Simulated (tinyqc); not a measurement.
Koster-Slater impurity in a tight-binding band, by Green functions and by supercells: one step, computed by the program tinyqc.

One orbital per site, e(k) = -2 t sum cos(k_i) over 2 direction(s), band from -4 t to 4 t, lattice constant 1. One site has the extra energy U. Spin is left out.

Task: The bound state. Outside the band G0(E) = (2/(pi E)) K(m), m = 16 t^2/E^2, K the complete elliptic integral with parameter m. A bound state solves 1/U = G0(E). Bisection in ln(distance from the edge) between 1e-5 t and |U| + t. Weight on the impurity site: -1/(U^2 dG0/dE), by a central difference with step min(1e-4 t, distance/30). Decay length along an axis: 1/arccosh(1 + distance/(2 t)).

Inputs (values chosen for the exercise, for a model band): hopping t = 0.69 eV; impurity potential U = 1.58 eV.

Lattice: square.

Give: level E_b; distance from the band edge; weight on the impurity site; decay length.

Result:

level E_b = 2.845 eV

distance from the band edge = 0.08524 eV

weight on the impurity site = 0.2812

decay length = 2.860 sites

The state is shallow: most of it spreads over the host.
